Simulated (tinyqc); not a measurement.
Current of a Schottky diode by thermionic-emission-diffusion theory, and its read-back from I-V-T and C-V data: one step, computed by the program tinyqc. Command: `OMP_NUM_THREADS=1 python tinyqc.py 3012106 3012107 out.jsonl schottky walk`. One thread of a shared host (Intel(R) Xeon(R) Processor @ 2.30GHz), about 0.01 s of CPU time with the checks.

Full ionisation, no tunnelling, no recombination current. V is the voltage across the junction itself, forward positive.

Question. Current. N_c(T) = N_c (T/300 K)^(3/2); V_bi = phi_0 - (k_B T/e) ln(N_c(T)/N); surface field F = sqrt(2 e N (V_bi - V - k_B T/e)/(eps eps_0)); image lowering d_phi = sqrt(e F/(4 pi eps eps_0)); effective barrier phi = phi_0 - d_phi. Collection velocity v_R = A* T^2/(e N_c(T)); diffusion velocity v_D = mu F; J = e N_c(T) v_R/(1 + v_R/v_D) exp(-phi/k_B T) [exp(e V/k_B T) - 1]. Terminal voltage V + J R_s.

Inputs (values chosen for the exercise, modelled on n-type silicon):

| quantity | value | unit |
|---|---|---|
| Richardson constant A* | 112 | A/(cm^2 K^2) |
| effective density of states at 300 K, N_c | 2.8e+19 | 1/cm^3 |
| permittivity eps | 11.7 | - |
| mobility mu | 1300 | cm^2/(V s) |
| barrier without image force phi_0 | 0.737 | eV |
| doping N | 1.4e+17 | 1/cm^3 |
| series resistance R_s | 0.054 | milliohm cm^2 |
| junction voltage V | 0.29 | V |
| temperature T | 350 | K |

Barrier: uniform.

Constants: k_B = 8.617333262e-05 eV/K; e = 1.602176634e-19 C; eps_0 = 8.8541878128e-12 F/m.

Give: v_R; v_D; current density J; terminal voltage.

Answer.

v_R = 2.427e+06 cm/s

v_D = 1.353e+08 cm/s

current density J = 16.16 A/cm^2

terminal voltage = 0.2909 V

v_D/v_R = 55.7: emission over the barrier limits the current.
